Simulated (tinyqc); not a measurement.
From a target to a composition: virtual-crystal alloy in the empirical-pseudopotential method. Two cases, with inputs chosen for the exercise.

Problem. The gap from the valence top to the fifth band at L = (1/2,1/2,1/2) is given; it is monotonic in x. Find x.

Empirical pseudopotential on the fcc lattice, atoms at +/- tau, tau = a (1,1,1)/8, no spin-orbit coupling. H(G,G') = c (2 pi/a)^2 |k + G|^2 delta + VS(q) cos(q.tau) + i VA(q) sin(q.tau), q = G - G', c = hbar^2/2m0; k and G in units of 2 pi/a; VS at |q|^2 = 3, 8, 11 and VA at 3, 4, 11, in rydberg, zero elsewhere. At each k the basis holds all G with |k + G|^2 up to 16; energies are counted from the fourth level at Gamma.

Virtual crystal A(1-x)B(x): a = (1 - x) a_A + x a_B. Rule linear: V = (1 - x) V_A + x V_B. Rule volume: V = [(1 - x) a_A^3 V_A + x a_B^3 V_B]/a^3, since a form factor is an atomic potential divided by the cell volume.

Constants: hbar^2/2m0 = 3.80998211 eV angstrom^2; Ry = 13.60569312 eV.

Find: x; a.

Case 1.

Values chosen (classic local form factors of the size used for Si (A) and Ge (B), which place X and L only to a few tenths of an eV; shifted at random, so the results belong to these values and not to a real crystal): a = (5.437, 5.666) angstrom (lattice constants of A, B); VSA = (-0.21, 0.039, 0.08) Ry (symmetric form factors of A); VAA = (0, 0, 0) Ry (antisymmetric form factors of A); VSB = (-0.224, 0.01, 0.061) Ry (symmetric form factors of B); VAB = (0, 0, 0) Ry (antisymmetric form factors of B); rule = linear (mixing rule).

gap to L = 1.57119 eV

Solution.

x = 0.29
a = 5.503 angstrom

Bisect on x between the ends, where the gap to L is 1.813 and 0.919 eV; a straight line between them would give x = 0.27.

Case 2.

Values chosen (classic local form factors of the size used for Si (A) and Ge (B), which place X and L only to a few tenths of an eV; shifted at random, so the results belong to these values and not to a real crystal): a = (5.435, 5.653) angstrom (lattice constants of A, B); VSA = (-0.214, 0.039, 0.081) Ry (symmetric form factors of A); VAA = (0, 0, 0) Ry (antisymmetric form factors of A); VSB = (-0.231, 0.009, 0.06) Ry (symmetric form factors of B); VAB = (0, 0, 0) Ry (antisymmetric form factors of B); rule = linear (mixing rule).

gap to L = 1.08765 eV

Solution.

x = 0.83
a = 5.616 angstrom

Bisect on x between the ends, where the gap to L is 1.881 and 0.910 eV; a straight line between them would give x = 0.82.

Computed by tinyqc, one run a case: `OMP_NUM_THREADS=1 python tinyqc.py N N+1 out.jsonl` with N = 1081499, 1081543; one thread of a shared Intel(R) Xeon(R) Processor @ 2.30GHz, about 0.3 s a run at most.
